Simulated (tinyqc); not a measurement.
Sublattice potential against complex hopping: Haldane model. Computed by the program tinyqc. H_AA = delta - 2 t2 sum cos(k.b + phi), H_BB = -delta - 2 t2 sum cos(k.b - phi), H_AB = -t1 (1 + exp(-i k.a1) + exp(-i k.a2)), b = a1, a2 - a1, -a2, m = 3 sqrt3 t2 sin(phi); the sign of the Chern number follows the orientation k1 then k2.

Honeycomb lattice:
```
parameter      value
t1 (eV)     0.940000
t2 (eV)     0.170000
phi (rad)  -0.520000
```

Gaps at the two valleys (eV) and Chern number of the lower band (12 x 12 mesh):
```
delta   gap 2|delta - m|  gap 2|delta + m|  Chern number
-0.790             0.702             2.458             0
-0.571             0.264             2.020             0
-0.263             0.352             1.404             1
0.000              0.878             0.878             1
0.176              1.230             0.526             1
0.329              1.536             0.220             1
0.549              1.976             0.220             0
0.878              2.634             0.878             0
```

What does the comparison show, and why?

Here |m| = 0.4389 eV. For |delta| < |m| the two valleys have masses of opposite sign and the Chern number is +/-1; one gap closes at |delta| = |m|, and beyond it the band is trivial.
